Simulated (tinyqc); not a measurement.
Slope factor and drain-induced lowering from three currents.

Problem. With source and body at 0 V, I = A exp((Vg + dd Vd)/(nf Vt)) (1 - exp(-Vd/Vt)). Find nf, the swing nf Vt ln 10 and dd.

Values chosen for this exercise:
```
symbol  value  unit      meaning
T         330     K  temperature
```

Constants: q = 1.602176634e-19 C, kB = 1.380649e-23 J/K, Vt = kB T/q. Results are converted to the units shown.

currents at (Vg, Vd) = (0, 0.05), (0, 1.2) and (0.06, 1.2) V (nA/um): 0.0088827889  0.21946292  1.0597038

Answer. The pair at equal Vd gives nf; the pair at equal Vg, after dividing out the factors 1 - exp(-Vd/Vt), gives dd.

nf = 1.340
swing = 87.74 mV/decade
dd = 0.1000

tinyqc, about 0.04 s, one thread, Intel Xeon 2.30GHz (shared host): `OMP_NUM_THREADS=1 python tinyqc.py 2242168 2242169 out.jsonl`
